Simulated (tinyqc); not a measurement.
# Worked calculation: gate-all-around wire, scale length and short-channel effects

Program tinyqc, `OMP_NUM_THREADS=1 python tinyqc.py 2420037 2420038 out.jsonl`; Intel Xeon 2.30GHz, shared host, one thread, about 0.01 s. Printed values are rounded.

A round wire of diameter ts in an insulator shell of thickness ti under a surrounding gate. Below threshold the potential that source and drain add obeys Laplace's equation and vanishes on the gate. Its lowest mode decays along the channel as exp(-k y); k is the smallest positive root of the matching condition at the interface, and the scale length is Lambda = pi/k.

Parameters, values chosen for the exercise; permittivities: semiconductor close to that of silicon, insulator close to that of hafnium oxide:
- eps_r = 11.7 (relative permittivity of the semiconductor)
- ei = 23 (relative permittivity of the insulator)
- ti = 11 nm (insulator thickness)
- ts = 9.2 nm (wire diameter)

## Scan of the matching condition

| point | k (1/nm) |
|---|---|
| 0 | 0.02625 |
| 1 | 0.0525 |
| 2 | 0.07875 |
| 3 | 0.105 |
| 4 | 0.13125 |
| 5 | 0.1575 |
| 6 | 0.18375 |
| 7 | 0.21 |

f(k) = ei J0(u)[J1(u) Y0(v) - Y1(u) J0(v)] - eps_r J1(u)[J0(u) Y0(v) - Y0(u) J0(v)], u = k ts/2, v = u + k ti.

| point | f(k) |
|---|---|
| 0 | 116.7523 |
| 1 | 51.8759 |
| 2 | 27.9216 |
| 3 | 14.7691 |
| 4 | 6.4899 |
| 5 | 1.1271 |
| 6 | -2.1942 |
| 7 | -3.9842 |

The first change of sign lies between k = 0.1575 and 0.18375 1/nm.

## Iteration 1: decay constant by Newton steps

k at the start = 0.313 1/nm

f(k) = ei J0(u)[J1(u) Y0(v) - Y1(u) J0(v)] - eps_r J1(u)[J0(u) Y0(v) - Y0(u) J0(v)], u = k ts/2, v = u + k ti; f' by a central difference with +/- 1e-5 1/nm; k(new) = k - f/f'.

f = -2.688907
f' = 42.50002 nm
k after iteration 1 = 0.3762684 1/nm

## Iteration 2: decay constant by Newton steps

As before.

f = -0.1528269
f' = 32.45884 nm
k after iteration 2 = 0.3809767 1/nm

## Course of the iteration: decay constant by Newton steps

Stop when k changes by less than 1e-10 1/nm, or after 30 iterations. The rule counts as met only at the smallest positive root.

Course of the iteration:

| iteration | k (1/nm) | \|change\| (1/nm) |
|---|---|---|
| 1 | 0.3762684 | 0.0633 |
| 2 | 0.3809767 | 4.71e-3 |
| 3 | 0.3811118 | 1.35e-4 |
| 4 | 0.3811120 | 1.15e-7 |
| 5 | 0.3811120 | 8.34e-14 |

The steps settle after 5 iterations, but on k = 0.3811 1/nm, which is not the smallest positive root, so the wanted result is missed. A rerun from k = 0.18375 1/nm, next to the first change of sign of f, gives 0.1650 1/nm.
